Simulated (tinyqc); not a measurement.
Worked calculation: RHF in the sto-3g basis, for H4, spin multiplicity 1. One step of it, computed by the program tinyqc.

Task: Iteration 2: building the Fock matrix. J_ij = sum D_kl (ij|kl), K_ij = sum D_kl (ik|jl); F = H + J - 0.5 K; E = tr D H + tr D J / 2 - 0.25 tr D K + E_nn.

D after iteration 1, lower triangle:
```
           1H 1s      2H 1s     3H 1s     4H 1s
1H 1s   0.613766
2H 1s   0.613766   0.613766
3H 1s  -0.096983  -0.096983  0.613766
4H 1s  -0.096983  -0.096983  0.613766  0.613766
```

core Hamiltonian H = T + V (hartree), lower triangle:
```
           1H 1s      2H 1s      3H 1s      4H 1s
1H 1s  -1.677932
2H 1s  -1.350286  -1.677932
3H 1s  -0.304936  -0.255039  -1.677932
4H 1s  -0.255039  -0.304936  -1.350286  -1.677932
```

Two-electron integrals (ij|kl) in chemists' order, unique and non-zero (hartree):
```
(11|11) 0.774606   (21|11) 0.454326   (21|21) 0.308998   (22|11) 0.576405
(22|21) 0.454326   (22|22) 0.774606   (31|11) 0.070864   (31|21) 0.044449
(31|22) 0.060346   (31|31) 0.011280   (32|11) 0.052724   (32|21) 0.036641
(32|22) 0.055036   (32|31) 0.008618   (32|32) 0.007136   (33|11) 0.281008
(33|21) 0.184530   (33|22) 0.262709   (33|31) 0.070864   (33|32) 0.055036
(33|33) 0.774606   (41|11) 0.055036   (41|21) 0.036641   (41|22) 0.052724
(41|31) 0.008618   (41|32) 0.007067   (41|33) 0.052724   (41|41) 0.007136
(42|11) 0.060346   (42|21) 0.044449   (42|22) 0.070864   (42|31) 0.009707
(42|32) 0.008618   (42|33) 0.060346   (42|41) 0.008618   (42|42) 0.011280
(43|11) 0.184530   (43|21) 0.125388   (43|22) 0.184530   (43|31) 0.044449
(43|32) 0.036641   (43|33) 0.454326   (43|41) 0.036641   (43|42) 0.044449
(43|43) 0.308998   (44|11) 0.262709   (44|21) 0.184530   (44|22) 0.281008
(44|31) 0.060346   (44|32) 0.052724   (44|33) 0.576405   (44|41) 0.055036
(44|42) 0.070864   (44|43) 0.454326   (44|44) 0.774606
```

nuclear repulsion = 2.55604357 hartree

Give: Coulomb J; exchange K; Fock matrix F; total energy of this density.

Result:

Coulomb J (hartree), lower triangle:
```
        1H 1s   2H 1s   3H 1s   4H 1s
1H 1s  1.9008
2H 1s  1.2860  1.9008
3H 1s  0.2628  0.2161  1.9008
4H 1s  0.2161  0.2628  1.2860  1.9008
```

exchange K (hartree), lower triangle:
```
        1H 1s   2H 1s   3H 1s   4H 1s
1H 1s  1.2045
2H 1s  1.0843  1.2045
3H 1s  0.1726  0.1644  1.2045
4H 1s  0.1644  0.1726  1.0843  1.2045
```

Fock matrix F (hartree), lower triangle:
```
         1H 1s    2H 1s    3H 1s    4H 1s
1H 1s  -0.3794
2H 1s  -0.6065  -0.3794
3H 1s  -0.1285  -0.1211  -0.3794
4H 1s  -0.1211  -0.1285  -0.6065  -0.3794
```

total energy of this density = -2.214366 hartree
